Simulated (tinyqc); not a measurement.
Quantum-confined Stark effect in a modulator well: sweeps and comparisons. A value that a table varies takes the place of the one given here.

Envelopes on cells of 0.5 angstrom over the well |z| < L/2 and 45 angstrom of barrier on each side, psi = 0 beyond, psi'/m continuous (mean mass between points), c = hbar^2/2m0. The electron sees + e F z and the hole - e F z, each with its offset in the barriers; 1 kV/cm = 1e-5 eV/angstrom. Light holes, band mixing and escape by tunnelling are left out.

Exciton: in-plane function exp(-rho/lam), 1/mu = 1/me + 1/mp, E(lam) = c/(mu lam^2) - (q/eps) times the integral over k of Fm(k)(1 + (k lam/2)^2)^(-3/2), Fm(k) the double integral of psi_e^2 psi_h^2 exp(-k |z - z'|), q = e^2/(4 pi eps0); binding Eb = -E at the minimum. Line at Eg + E_e + E_h - Eb, strength proportional to overlap^2/lam^2.

Constants: hbar^2/2m0 = 3.80998211 eV angstrom^2; e^2/(4 pi eps0) = 14.39964547 eV angstrom; hc = 1239.841984 eV nm.

Values chosen for the exercise (near those of an InGaAsP well in InP; the results hold for these values, not for the real material): L = 64 angstrom (well width); Vc = 0.204 eV (conduction offset); Vv = 0.281 eV (heavy-hole offset); me = 0.0517 m0 (electron, well); meb = 0.0815 m0 (electron, barrier); mh = 0.369 m0 (heavy hole along z, well); mhb = 0.491 m0 (heavy hole, barrier); Eg = 0.857 eV (gap of the well); mp = 0.105 m0 (heavy hole in the plane); eps = 13 (dielectric constant); Fs = (0, 26, 51, 77, 106, 136, 170) kV/cm (fields); Ls = (56, 74, 92, 112, 136, 164) angstrom (widths); F_L = 131 kV/cm (field for this table); F = 132 kV/cm (field).

## Raising the field

All quantities anew; shifts from zero field.

Results:

| F (kV/cm) | dE_e (meV) | dE_h (meV) | Eb (meV) | line shift (meV) | overlap^2 | relative strength |
|---|---|---|---|---|---|---|
| 0 | 0.00 | 0.00 | 7.26 | 0.00 | 0.910 | 1.000 |
| 26 | -0.18 | -0.27 | 7.24 | -0.43 | 0.901 | 0.986 |
| 51 | -0.68 | -1.03 | 7.20 | -1.65 | 0.876 | 0.949 |
| 77 | -1.55 | -2.32 | 7.13 | -3.73 | 0.836 | 0.891 |
| 106 | -2.93 | -4.32 | 7.02 | -7.00 | 0.779 | 0.809 |
| 136 | -4.82 | -6.93 | 6.89 | -11.38 | 0.711 | 0.716 |
| 170 | -7.52 | -10.49 | 6.73 | -17.48 | 0.630 | 0.610 |

The line shift grows with exponent 1.99 in F at low field and 1.92 at the end, still close to the quadratic law. The hole gives 61 % of the level shift in the second row and 58 % in the last. The largest shift is 2.4 times the zero-field binding, yet 93 % of the binding survives, since the walls stop the field from pulling the pair apart. The strength keeps 61 %.

## Width of the well

Zero-field line, its shift at F_L and the relative strength.

Results:

| L (angstrom) | line at F = 0 (nm) | Eb (meV) | shift (meV) | relative strength | shift x strength (meV) |
|---|---|---|---|---|---|
| 56 | 1321.1 | 7.42 | -7.68 | 0.825 | 6.34 |
| 74 | 1358.7 | 7.07 | -15.23 | 0.588 | 8.96 |
| 92 | 1382.5 | 6.76 | -26.31 | 0.326 | 8.58 |
| 112 | 1400.0 | 6.45 | -42.05 | 0.132 | 5.53 |
| 136 | 1413.7 | 6.12 | -64.58 | 0.033 | 2.16 |
| 164 | 1424.0 | 5.79 | -94.34 | 0.005 | 0.47 |

The shift grows with exponent 2.45 in L over the first two rows and 2.02 over the last two, against 4 for hard walls at second order; leakage lowers it in narrow wells and saturation in wide ones. The strength falls from 0.83 to 0.00, and the product of the two is largest at 74 angstrom.

## What each parameter does

Zero-field line, shift at F, overlap^2 and Eb at F. Each row changes one parameter from the base and keeps the others.

Results:

| case | line (nm) | shift (meV) | overlap^2 | Eb (meV) |
|---|---|---|---|---|
| base | 1340.1 | -10.74 | 0.720 | 6.91 |
| L = 54 angstrom | 1315.6 | -7.18 | 0.786 | 7.25 |
| F = 106 kV/cm | 1340.1 | -7.00 | 0.779 | 7.02 |
| Vc = 0.163 eV | 1347.5 | -11.66 | 0.687 | 6.80 |
| Vv = 0.351 eV | 1339.2 | -10.28 | 0.723 | 6.94 |
| me = 0.0595 m0 | 1344.2 | -10.75 | 0.722 | 7.39 |
| mh = 0.314 m0 | 1337.5 | -10.46 | 0.741 | 6.91 |
| eps = 11.7 | 1342.2 | -10.65 | 0.720 | 8.25 |

The largest shifts from the base row, up to three for each result and ties (the steps differ in size, so this ranks the rows, not the parameters). line (nm): L -24.4, Vc +7.5, me +4.1; unchanged at the printed digits by F. shift (meV): F +3.74, L +3.56, Vc -0.92. overlap^2: L +0.066, F +0.058, Vc -0.033; unchanged at the printed digits by eps. Eb (meV): eps +1.35, me +0.48, L +0.35; unchanged at the printed digits by mh.

Computed by tinyqc, a small Python program: `OMP_NUM_THREADS=1 python tinyqc.py 1250825 1250826 out.jsonl` (the numbers bound the seed that draws the inputs); one thread of a shared host (Intel(R) Xeon(R) Processor @ 2.30GHz), about 0.08 s for the whole set of steps.
